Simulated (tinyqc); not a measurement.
Against the doping: grain-boundary trapping model (Seto) of a polycrystalline semiconductor film. Computed by tinyqc, a small Python program. Command: `OMP_NUM_THREADS=1 python tinyqc.py 3026635 3026636 out.jsonl poly walk`. One thread of a shared host (Intel(R) Xeon(R) Processor @ 2.30GHz), about 0.01 s of CPU time with the checks.

Grains of equal size L are joined by thin boundaries with one trap level. Trapped carriers deplete a width W on each side and raise a barrier, crossed by thermionic emission. Dopants are fully ionised, statistics are non-degenerate and mu_g does not depend on T.

Inputs (values chosen for the exercise, modelled on polycrystalline silicon):
```
quantity,value,unit
permittivity eps,11.7,-
effective mass m,0.29,m_0
"effective density of states at 300 K, N_c",2.7e+19,1/cm^3
grain size L,28,nm
trap density Q_t,1.3e+12,1/cm^2
trap level E_t below the band edge,0.24,eV
mobility inside the grains mu_g,240,cm^2/(V s)
temperature T,300,K
```

Grain interior: resistance included.

Constants: e = 1.602176634e-19 C; eps_0 = 8.8541878128e-12 F/m; k_B = 8.617333262e-05 eV/K; m_0 = 9.1093837015e-31 kg; k_B = 1.380649e-23 J/K.

Method:
- If all traps fill, the grain is just depleted at N* = Q_t/L, with the barrier e Q_t L/(8 eps eps_0).
- N_c(T) = N_c (T/300 K)^(3/2). Filled traps Q = Q_t/(1 + (1/2) exp((E_t* - E_F)/k_B T)), where E_t* = e V_B - E_t and E_F are counted from the band edge at the grain centre. Partial depletion: Q = 2 N W, V_B = e N W^2/(2 eps eps_0), E_F = k_B T ln(N/N_c); solve for W. If that W would exceed L/2 the grain is fully depleted: W = L/2, Q = N L, and E_F follows from the trap equation. Centre density n_0 = N_c exp(E_F/k_B T).
- Boundary: sigma_b = L e^2 n_0 exp(-e V_B/k_B T)/sqrt(2 pi m k_B T); drift through the grain, depleted parts included: rho_g = [(1 - 2W/L) + (2W/L) int_0^1 exp(y^2 s^2) ds]/(e n_0 mu_g); rho = 1/sigma_b + rho_g. Mean carrier density n_av = n_0 [(1 - 2W/L) + (2W/L) (sqrt(pi)/2) erf(y)/y], y = sqrt(e V_B/k_B T); effective mobility 1/(e n_av rho).

N* = 4.64286e+17 1/cm^3

The same film:
```
N (1/cm^3),W (nm),V_B (V),mean density (1/cm^3),mobility (cm^2/(V s)),rho (ohm cm)
1.40e+16,14.000,0.002122,4.1214e+13,163.35,9.2712e+02
4.60e+16,14.000,0.006972,1.6568e+14,155.93,2.4160e+02
1.20e+17,14.000,0.018188,7.1379e+14,135.68,6.4448e+01
2.30e+17,14.000,0.034860,3.2563e+15,102.30,1.8736e+01
3.70e+17,14.000,0.056079,2.4961e+16,64.01,3.9067e+00
5.60e+17,11.384,0.056117,3.6836e+17,59.01,2.8713e-01
9.30e+17,6.953,0.034770,7.8543e+17,93.07,8.5383e-02
1.90e+18,3.417,0.017152,1.8150e+18,130.32,2.6388e-02
4.60e+18,1.413,0.007097,4.5608e+18,151.88,9.0105e-03
1.90e+19,0.342,0.001719,1.8990e+19,162.84,2.0184e-03
```

The barrier peaks among these rows at N = 5.6e17 (0.056 V) and the mobility has its minimum at 5.6e17; N* is 4.6e17. While the grain is fully depleted (W = L/2) V_B grows as N; once all traps are filled it falls as 1/N (last exponent -1.00). Partly depleted rows (W < L/2) with e V_B below 2 k_B T stretch the depletion approximation. Where N approaches N_c the non-degenerate statistics fail. rho drops most steeply, as N^-6.3, between 3.7e17 and 5.6e17.

Extremes, crossings and ranges named in words are read from the listed rows.
